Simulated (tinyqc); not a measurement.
Grain growth, pinning, strength and diffusional creep of a polycrystal or thin film. Changing the film thickness h. Computed by tinyqc, a small Python program. Command: `OMP_NUM_THREADS=1 python tinyqc.py 3001068 3001069 out.jsonl grain sweep`. One thread of a shared host (Intel(R) Xeon(R) Processor @ 2.30GHz), about 0.01 s of CPU time with the checks.

One mean grain size d describes the structure.

Inputs (values chosen for the exercise, modelled on gold):
```
quantity                                    value       unit
shear modulus G                              26.6        GPa
Burgers vector b                            2.884   angstrom
boundary energy gamma                        0.41      J/m^2
mobility prefactor M0                     1.4e-06  m^4/(J s)
activation energy of boundary motion Q_m     1.07         eV
anneal temperature T                          549          K
anneal time t                                  17          s
initial grain size d0                          40         nm
particle volume fraction f                 0.0012          -
particle radius r                             3.4         nm
surface energy gamma_s                          1      J/m^2
friction stress sigma_0                        20        MPa
Hall-Petch slope k_y                        0.073  MPa m^0.5
```

Sample: thin film on a substrate.

Constants: k_B = 8.617333262e-05 eV/K.

Method:
- M = M0 exp(-Q_m/(k_B T)). The driving pressure is 2 gamma/d. Zener pinning pressure 3 f gamma/(2 r) stops growth at d_Z = 4 r/(3 f). Grooves where boundaries meet the surface have the angle theta = arcsin(gamma/(2 gamma_s)) and are taken to stop growth at d_h = h/(2 theta), a few film thicknesses; the limit is 1/d_lim = 1/d_Z + 1/d_h.
- dd/dt = 2 M gamma (1/d - 1/d_lim) integrates to 2 M gamma t = d_lim (d0 - d) + d_lim^2 ln[(d_lim - d0)/(d_lim - d)]; without pinning d^2 = d0^2 + 4 M gamma t.
- Hall-Petch term k_y/sqrt(d). Orowan term 3.06 x 0.4 G b ln(2 rbar/b)/(pi lambda sqrt(1 - nu)) with nu = 1/3, rbar = sqrt(2/3) r, lambda = rbar (sqrt(pi/f) - 2). Film term (threading dislocation, matched substrate, the geometry of an fcc (111) film taken for all cases): 3.464 G b ln(2 h/b)/(4 pi (1 - nu) h). The terms are added to sigma_0.

One run for each value:
```
film thickness h (nm)  limit d_lim (nm)  grain size d (nm)  yield stress (MPa)  film term (MPa)
40                                 94.4             64.094              833.77           446.10
77                                177.7             74.189              626.05           258.72
150                               331.4             79.780              504.68           146.91
290                               592.2             82.691              436.38            83.20
560                               997.9             84.212              397.69            46.81
1100                             1562.3             85.018              375.46            25.78
4000                             2717.9             85.625              356.91             8.11
```

Give the missing row, film thickness h (nm) = 2100.

Computed row:
```
film thickness h (nm)  limit d_lim (nm)  grain size d (nm)  yield stress (MPa)  film term (MPa)
2100                             2167.6             85.417              363.58            14.48
```

Interpolating between the two neighbouring rows (the first column on a logarithmic scale, the others too where they are positive) misses most in limit d_lim (nm), by 4.9 %. Over the rows, limit d_lim (nm) rises from 94.4 to 2720 (exponent d ln y / d ln x 0.97 between the first rows and 0.35 between the last); grain size d (nm) rises from 64.1 to 85.6 (exponent d ln y / d ln x 0.22 between the first rows and 0.0038 between the last); yield stress (MPa) falls from 834 to 357 (exponent d ln y / d ln x -0.44 between the first rows and -0.029 between the last). Thin films stop grain growth early and confine dislocations, so both the Hall-Petch and the film term rise as h falls.

Caution (rows 290, 560, 1100, 2100, 4000): the grains are smaller than the film is thick, so they are not columnar, and the groove drag and film term are overstated.
